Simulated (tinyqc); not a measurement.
Resistive memory cell, filament-gap model with Joule heating: two steps of the calculation.

A tunnelling gap g separates the tip of a filament from the electrode. I = I0 exp(-g/g0) sinh(Vd/V0), with Vd = V - I Rs on the device; T = T0 + Rth Vd I at once; the gap closes as dg/dt = -nu exp(-q Ea/(kB T)) sinh(al q Vd/(kB T)). All constants are fitting values of a compact model.

Values chosen for this exercise:
```
symbol  value  unit                                  meaning
T0        300     K                      ambient temperature
I0       0.69    mA                            current scale
g0       0.27    nm                        tunnelling length
V0        0.3     V                            voltage scale
nu        100   m/s                         attempt velocity
Ea       0.91    eV                        activation energy
al       0.27        barrier lowering per volt on the device
Rth     5.9e5   K/W                       thermal resistance
Rs       2000   ohm                        series resistance
V         1.6     V                            pulse voltage
```

Constants: q = 1.602176634e-19 C, kB = 1.380649e-23 J/K. Results are converted to the units shown.

Task 1. Voltage on the device. I = I0 exp(-g/g0) sinh(Vd/V0); f = Vd + Rs I - V, f' = 1 + Rs (I0/V0) exp(-g/g0) cosh(Vd/V0), Vd(new) = Vd - f/f'.

Vd at the start = 1.6 V
g = 1.6 nm

Give: I; f'; Vd after iteration 1.

Result 1.

I = 190.74 uA
f' = 2.2717
Vd after iteration 1 = 1.4321 V

Task 2. Current, temperature and closing rate. I, T and dg/dt as above.

g = 1.6 nm
Vd = 1.4025071 V

Give: I; T; lowered barrier Ea - al Vd; -dg/dt.

Result 2.

I = 98.75 uA
T = 381.7 K
lowered barrier Ea - al Vd = 0.5313 eV
-dg/dt = 4.829e-6 nm/ns

Numbers from tinyqc (`OMP_NUM_THREADS=1 python tinyqc.py 2880147 2880148 out.jsonl`; about 0.1 s on one thread of a shared Intel Xeon 2.30GHz).
